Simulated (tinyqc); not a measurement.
# MOSFET with velocity saturation and source resistance: effect of the source resistance

Strong inversion, charge Q = Cox (Vg - m V) at channel potential V with Vg the gate overdrive, and drift velocity v = mu E/(1 + mu E/vsat). Integrating along the channel gives I = mu Cox (1/L)(Vg Vd - m Vd^2/2)/(1 + Vd/Vc) per width, Vc = vsat L/mu, which peaks at Vdsat. Units: I in uA/um, Rs in ohm um, so the drop over Rs is 1e-6 I Rs volts.

Vg = Vgs - I Rs - VT (0 if negative), mu = mu0/(1 + th Vg), Vc = vsat L/mu, x = sqrt(1 + 2 Vg/(m Vc)), Vdsat = 2 Vg/(m (1 + x)), Isat = Cox vsat Vg (x - 1)/(x + 1) per width. I = Isat is solved self-consistently; gm = dI/dVgs; Vdsat is the intrinsic value. The velocity at the source is I/(Cox Vg).

Inputs (values chosen for the exercise): gate capacitance Cox = 1.68 uF/cm^2; mobility at low gate voltage mu0 = 310 cm^2/(V s); mobility degradation th = 0.1 1/V; saturation velocity vsat = 9.7e6 cm/s; body factor m = 1.24; threshold VT = 0.43 V; channel length L = 0.18 um; gate voltage Vgs = 2.5 V.

Results:
```
Rs (ohm um)  Vc (V)  Vdsat (V)  Isat (uA/um)  gm (uS/um)  velocity at the source/vsat
0            0.6798     0.9730          1407       911.4                       0.4171
50           0.6760     0.9490          1346       865.8                       0.4124
200          0.6664     0.8869          1193       753.5                       0.3996
300          0.6611     0.8520          1109       693.9                       0.3919
500          0.6524     0.7935         975.2       599.6                       0.3782
800          0.6425     0.7256         827.9       498.9                       0.3609
```

Estimate the missing row, Rs = 100 ohm um.

Computed row:
```
Rs (ohm um)  Vc (V)  Vdsat (V)  Isat (uA/um)  gm (uS/um)  velocity at the source/vsat
100          0.6725     0.9268          1290       824.7                       0.4079
```

With this row back in the table: As Rs goes from 0 to 800 ohm um, Isat falls from 1410 to 828 uA/um, Vdsat falls from 0.973 to 0.726 V and gm falls from 911 to 499 uS/um; the velocity at the source goes from 0.42 to 0.36 of vsat. For Rs = 0 to 200 ohm um the channel charge passes 3 uC/cm^2, near what a silicon dioxide gate withstands.

Computed by the program tinyqc: `OMP_NUM_THREADS=1 python tinyqc.py 2500030 2500031 out.jsonl`, one thread of a shared Intel Xeon 2.30GHz, about 0.01 s for the whole run.
